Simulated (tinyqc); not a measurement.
From one set of inputs to another, one input at a time: competing polymorphs of an oxide film: bulk, surface, grain-boundary, dopant and field terms. Computed by tinyqc, a small Python program. Command: `OMP_NUM_THREADS=1 python tinyqc.py 3021389 3021390 out.jsonl polymorph ladder`. One thread of a shared host (Intel(R) Xeon(R) Processor @ 2.30GHz), about 0.01 s of CPU time with the checks.

Phases: monoclinic m (reference), polar orthorhombic o, tetragonal t. Free energies per formula unit (f.u.); 1 J/m^2 x angstrom^3/nm = 6.241509 meV.

The inputs printed are set A. Inputs not listed in the table keep their values of set A, so the rows need not describe a real material.

Inputs (values chosen for the exercise, for a model oxide):
```
quantity                                    value          unit
energy of the polar phase o over m           82.2      meV/f.u.
energy of the tetragonal phase t over m       132      meV/f.u.
entropy of o over m                        0.0095  meV/(f.u. K)
entropy of t over m                         0.066  meV/(f.u. K)
surface energy of m                          3.18         J/m^2
surface energy of o                           2.7         J/m^2
surface energy of t                          2.55         J/m^2
grain-boundary energy over surface energy    0.47             -
volume per formula unit Omega                34.7    angstrom^3
film thickness h                               18            nm
grain radius R                                 23            nm
temperature T                                1100             K
dopant content x                             0.71             %
shift of o per % of dopant                   -7.6      meV/f.u.
shift of t per % of dopant                    -15      meV/f.u.
width sigma of ln R                          0.28             -
interlayer thickness (SiO2)                  0.41            nm
```

Geometry: columnar grains in a film.

permittivities of m, o, t: 21  24  44

Method:
- Bulk term b = H - T S + (shift) x, zero for m. The undoped bulk turns from m to t at T = H_t/S_t.
- Area per volume: A = 2/h + f_b/R (two free faces; the side wall 2/R is shared by two grains and carries f_b gamma); G = b + gamma Omega A.
- With G = b + gamma Omega A (b the bulk free energy per formula unit, A the area per volume), two phases i, j cross at A_ij = (b_j - b_i)/(Omega (gamma_i - gamma_j)); o has a window only if A_mo < A_ot.
- Grain radii are log-normal by volume with median R and width sigma; the share with A above A* is that with radius below R*, R* = f_b/(A* - 2/h) (all grains if A* <= 2/h), share = (1/2) erfc[-ln(R*/R)/(sqrt 2 sigma)]. Effective permittivity of a layer of thickness h built of such grains, taken in parallel: sum of share x eps; EOT = interlayer + 3.9 h/eps.

Each row keeps all changes above it:
```
input moved                                         from    to  A_ot (1/nm)  G(o) - G(m) (meV/f.u.)  effective permittivity
set A                                                  -     -       -0.542                   52.68                      21
dopant content x (%)                                0.71     3       -1.064                   35.27                      44
shift of t per % of dopant (meV/f.u.)                -15   -16       -1.156                   35.27                      44
energy of the tetragonal phase t over m (meV/f.u.)   132   118       -1.587                   35.27                      44
shift of o per % of dopant (meV/f.u.)               -7.6  -5.3       -1.799                   42.17                      44
grain radius R (nm)                                   23   5.2       -1.799                   34.90                      44
surface energy of o (J/m^2)                          2.7  2.74       -1.420                   36.65                      44
surface energy of t (J/m^2)                         2.55  2.65       -2.999                   36.65                      44
```

Where does the difference come from?

A_ot goes from -0.542 to -3.00, -2.46 in all. The largest single move comes from surface energy of t (-1.58), and surface energy of o works against it (+0.379). G(o) - G(m) goes from 52.7 to 36.6, a factor 0.696 in all. The largest single move comes from dopant content x (a factor 0.670), and shift of o per % of dopant works against it (a factor 1.20). Effective permittivity goes from 21.0 to 44.0, a factor 2.10 in all. The largest single move comes from dopant content x (a factor 2.10). The single moves hold for this order of the switches; the total does not depend on the order.

Caution (all rows): this is an equilibrium ranking; real films often keep the phase that nucleates first on cooling from t.

Extremes, crossings and ranges named in words are read from the listed rows.
